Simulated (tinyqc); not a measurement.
Landau levels of a non-parabolic (Kane) conduction band at kz = 0: sweeps and comparisons. A value that a table varies takes the place of the one given here.

Three-level Kane model: E = (N + 1/2) 2 muB B/m(E) + s g(E) muB B, s = +/-1/2, with 1/m(E) = 1 + (Ep/3)(2/(E + Eg) + 1/(E + Eg + Dso)) and g(E) = 2 - (2 Ep/3)(1/(E + Eg) - 1/(E + Eg + Dso)); E from the band edge, solved self-consistently; remote bands are left out, and so is the confinement energy of a real sheet, which raises m and lowers |g|.

In a field B along z: l = 1/sqrt((e/hbar) B) is the magnetic length, n_B = B/(h/e) the number of states per area in one level, hbar wc = 2 muB B/m for mass m in m0; 1/angstrom^2 = 1e16/cm^2.

Each listed level takes n_B electrons. At zero temperature and without broadening EF sits in the partly filled level.

Constants: e/hbar = 1.519267448e-05 1/(T angstrom^2); h/e = 413566.7697 T angstrom^2; muB = 5.788381798e-05 eV/T.

Parameters, chosen for this exercise (near those of InSb; the results hold for these values, not for the real material):
```
symbol  value                     unit         meaning
Eg      0.232                     eV           gap
Dso     0.833                     eV           spin-orbit splitting
Ep      22.7                      eV           Kane energy
Bs      (2, 4, 6, 8, 10, 12, 15)  T            fields
B       2.3                       T            magnetic field
n       3.1                       x 1e11/cm^2  electron sheet density
```

## The fan of levels

The four lowest levels against B, with their labels in order.

Levels (meV):
```
B (T),first,second,third,fourth,order
2.00,5.56,10.82,21.00,25.64,0+ 0- 1+ 1-
4.00,10.93,20.79,39.53,47.49,0+ 0- 1+ 1-
6.00,16.15,30.08,56.33,66.89,0+ 0- 1+ 1-
8.00,21.22,38.82,71.84,84.51,0+ 0- 1+ 1-
10.0,26.15,47.08,86.33,100.80,0+ 0- 1+ 1-
12.0,30.97,54.95,99.98,116.01,0+ 0- 1+ 1-
15.0,37.98,66.11,119.20,137.22,0+ 0- 1+ 1-
```

The fourth level grows as B^0.89 over the first two rows and B^0.75 over the last two (1 for a parabolic band without a fixed offset such as a valley splitting, 1/2 for massless Dirac electrons). The order of the levels does not change. At the highest field the lowest level has m(E) = 0.0156 and g(E) = -40.3, against 0.0136 and -49.0 at the edge.

## What each parameter does

The second and third levels from below, nu = n/n_B, and EF. Each row changes one parameter from the base and keeps the others.

Results:
```
case,second level (meV),third level (meV),nu,EF (meV)
base,12.37,23.91,5.57,44.27
B = 2.76 T,14.70,28.28,4.65,46.54
Eg = 0.278 eV,10.48,20.94,5.57,38.99
Dso = 1 eV,12.37,23.46,5.57,43.86
Ep = 19.3 eV,10.59,20.64,5.57,38.47
n = 2.63 x 1e11/cm^2,12.37,23.91,4.73,39.65
```

The largest shifts from the base row, up to three for each result and ties (the steps differ in size, so this ranks the rows, not the parameters). second level (meV): B +2.33, Eg -1.89, Ep -1.78; unchanged at the printed digits by Dso and n. third level (meV): B +4.37, Ep -3.28, Eg -2.97; unchanged at the printed digits by n. nu: B -0.93, n -0.85; unchanged at the printed digits by Eg, Dso and Ep. EF (meV): Ep -5.80, Eg -5.28, n -4.63.

Program tinyqc; command `OMP_NUM_THREADS=1 python tinyqc.py 1251124 1251125 out.jsonl`; about 0.08 s on one thread of a shared Intel(R) Xeon(R) Processor @ 2.30GHz.
